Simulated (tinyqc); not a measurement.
A ladder of methods, and size consistency: correlation methods against full CI in the sto-6g basis, for H4, spin multiplicity 1. Computed by the program tinyqc with PySCF. All electrons correlated; +Q is the Davidson correction (1 - c0^2) E_corr. The last columns treat two copies 100 angstrom apart as one system. FCI is the lowest singlet.

Geometry (angstrom):
```
atom,x,y,z
H,0.0000,0.0000,0.0000
H,0.0000,0.0000,0.7560
H,0.0000,1.4510,0.0000
H,0.0000,1.4510,0.7560
```

RHF energy of one = -2.166271 hartree

Correlation energies (hartree):
```
method,E_corr of one,share of FCI (%),E_corr of two at 100 angstrom,two minus twice one (mhartree)
MP2,-0.03033,64.087,-0.06066,0.000
CISD,-0.04665,98.577,-0.09072,2.588
CISD+Q,-0.04802,101.471,-0.09561,0.431
CCSD,-0.04732,99.986,-0.09464,0.000
CCSD(T),-0.04732,99.986,-0.09464,0.000
FCI,-0.04733,100.000,-,-
```

What does the comparison show, and why?

MP2 recovers 64 %, CISD 98.6 % and CCSD 100.0 % of the FCI value (c0^2 = 0.971 in CISD). MP2 and coupled cluster are size consistent, so their last column vanishes; CISD loses 2.59 mhartree, since a double excitation on each copy is a quadruple of the pair, and the Davidson correction leaves +0.43.
